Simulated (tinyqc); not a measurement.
Shrinking the mesa: defect, radiative and Auger recombination at equal electron and hole densities (ABC model).

J/(e d) = Ae n + B n^2 + C n^3 with Ae = A + 4 S/w (four side walls, carriers spread evenly), e = 1.602176634e-19 C, lengths in cm; internal efficiency IQE = B n^2/(Ae n + B n^2 + C n^3); all injected carriers recombine in the layer.

Inputs chosen for the exercise (orders of magnitude like those quoted for InP; the results hold for these values, not for the real material):
- A = 16000000 1/s (defect rate)
- B = 1.4e-10 cm^3/s (radiative coefficient)
- C = 1.2e-30 cm^6/s (Auger coefficient)
- d = 120 nm (active thickness)
- S2 = 25000 cm/s (recombination velocity of the side walls in this comparison)
- J = 180000 A/cm^2 (current density)

S = S2; w takes the values listed.

Results:

| w (micrometre) | Ae (1/s) | IQE_max | J at the peak (A/cm^2) | IQE at J |
|---|---|---|---|---|
| 200 | 2.10e+07 | 0.933 | 5.05e+03 | 0.828 |
| 100 | 2.60e+07 | 0.926 | 6.30e+03 | 0.827 |
| 50 | 3.60e+07 | 0.914 | 8.83e+03 | 0.825 |
| 20 | 6.60e+07 | 0.887 | 1.67e+04 | 0.819 |
| 10 | 1.16e+08 | 0.856 | 3.04e+04 | 0.810 |
| 5 | 2.16e+08 | 0.813 | 5.96e+04 | 0.791 |
| 2 | 5.16e+08 | 0.738 | 1.57e+05 | 0.737 |
| 1 | 1.02e+09 | 0.667 | 3.42e+05 | 0.655 |

The walls equal the bulk defect rate at w = 4 S/A = 62.5 micrometre. From 200 to 1 micrometre the peak efficiency falls from 0.933 to 0.667 and moves to a current 67.7 times higher; at the fixed J the efficiency goes from 0.828 to 0.655. For large w diffusion to the walls, left out here, would limit the loss.

Program tinyqc; command `OMP_NUM_THREADS=1 python tinyqc.py 1680327 1680328 out.jsonl`; about 0.01 s on one thread of a shared Intel(R) Xeon(R) Processor @ 2.30GHz.
